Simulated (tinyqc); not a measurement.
Coupling ratio and rate constant from the late transient.

Question. Long after the knee a floating-gate cell follows U = Vg - (tox/ag) B/ln(K t). Find K and ag.

Parameters, values chosen for the exercise: tunnel oxide thickness tox = 9.1 nm; control-gate voltage Vg = 16.6 V.

U at t = 0.0004 and 0.04 s (V): 2.9806339  5.0764431
B = 26.148397 V/nm

Answer. 1/(Vg - U) is linear in ln t; the ratio of the two values gives ln(K t_a), and either value gives ag.

K = 2.48e14 1/s
ag = 0.690

tinyqc, about 0.01 s, one thread, Intel Xeon 2.30GHz (shared host): `OMP_NUM_THREADS=1 python tinyqc.py 2130037 2130038 out.jsonl`
